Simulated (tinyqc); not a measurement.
Lossy on-chip transmission line with skin effect: one step of the calculation.

A uniform line in a homogeneous dielectric: c = sqrt(er)/(c0 Z0), l = Z0 sqrt(er)/c0 (c0 = 299792458 m/s), g = w c td, w = 2 pi f. The resistance joins its limits as r = sqrt(r_dc^2 + r_hf^2), with r_dc = rho/(wd th), r_hf = kr rho/(2 delta (wd + th)), delta = sqrt(rho/(pi f mu0)), mu0 = 4 pi 1e-7 H/m; this is an interpolation, and internal inductance, up to 0.05 nH/mm at low frequency, is neglected.

Task. Propagation constant and impedance. gamma = sqrt((r + i w l)(g + i w c)) = alpha + i beta, Zc = sqrt((r + i w l)/(g + i w c)), roots with positive real part; loss 8.685889638 alpha in dB; phase velocity w/beta.

Parameters, values chosen for the exercise: length len = 0.69 mm; frequency f = 2.3 GHz.

r = 51.513029 ohm/mm
l = 0.34180149 nH/mm
c = 136.72059 pF/m
g = 0 S/m

Wanted: gamma len; Zc; loss; phase velocity over c0; r/(w l).

Result.

gamma len = 0.1484+0.1633i
Zc = 119.8-108.8i ohm
loss = 1.868 dB/mm
phase velocity over c0 = 0.2037
r/(w l) = 10.43

r exceeds w l, so the line behaves mainly as an RC line at this frequency.

Computed by the program tinyqc: `OMP_NUM_THREADS=1 python tinyqc.py 2810225 2810226 out.jsonl`, one thread of a shared Intel Xeon 2.30GHz, about 0.01 s for the whole run.
